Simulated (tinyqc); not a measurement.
## Well width and field from level and shift

Question. An infinitely deep well has E_1(0) = C (pi/L)^2/m1, C = hbar^2/(2 m0), and in a field F (potential zero at the centre of the well) the second-order term of the shift is -m1 F^2 L^4 (15 - pi^2)/(48 C pi^4); higher orders are set aside. Find L and F.

Parameters, values chosen for the exercise: mass m1 = 0.38 m0.

Constants: q = 1.602176634e-19 C, hbar = 1.054571817e-34 J s, m0 = 9.1093837015e-31 kg, hbar^2/(2 m0) = 0.0380998212 eV nm^2. Results are converted to the units shown.

E_1(0) = 0.0033841286 eV
second-order shift of level 1 = -1.1322455 meV

Solution. The level gives L, and the shift then gives F^2.

L = 17.10 nm
F = 0.001100 V/nm

Computed by the program tinyqc: `OMP_NUM_THREADS=1 python tinyqc.py 2580025 2580026 out.jsonl`, one thread of a shared Intel Xeon 2.30GHz, about 0.03 s for the whole run.
